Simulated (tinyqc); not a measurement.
Two-step dopant diffusion (predeposition and drive-in) with a constant diffusivity: one step, computed by the program tinyqc.

Fick diffusion into a half space x > 0 whose background doping C_B is of the opposite type, so that a junction lies where C = C_B.

Problem. Drive-in as a Gaussian. With a sealed surface and a thin source, C = Q/sqrt(pi (Dt)2) exp(-x^2/(4 (Dt)2)); x_j = 2 sqrt((Dt)2 ln(C(0)/C_B)); gradient at the junction |dC/dx| = C_B x_j/(2 (Dt)2).

Inputs (values chosen for the exercise, modelled on phosphorus in silicon): surface concentration C_s = 5e+19 1/cm^3; background doping C_B = 6.1e+15 1/cm^3; predeposition temperature T1 = 975 C; drive-in temperature T2 = 1000 C; stand-by temperature = 700 C.

dose Q = 1.513843e+14 1/cm^2

drive-in budget (Dt)2 = 4.644710e-11 cm^2

Give: surface concentration C(0) (Gaussian); junction depth x_j; gradient at the junction.

Solution.

surface concentration C(0) (Gaussian) = 1.253e+19 1/cm^3

junction depth x_j = 0.3765 um

gradient at the junction = 2.472e+21 1/cm^4

Caution: the drive-in budget is under fifteen times D1 t1, so the source is not thin and the Gaussian junction is too shallow. Caution: the surface value exceeds the intrinsic carrier density during the drive-in as well. Caution: C_s exceeds the intrinsic carrier density of silicon at the predeposition temperature (2e18 to 1e19 per cm^3), where real diffusivities rise with concentration and profiles turn box-like.
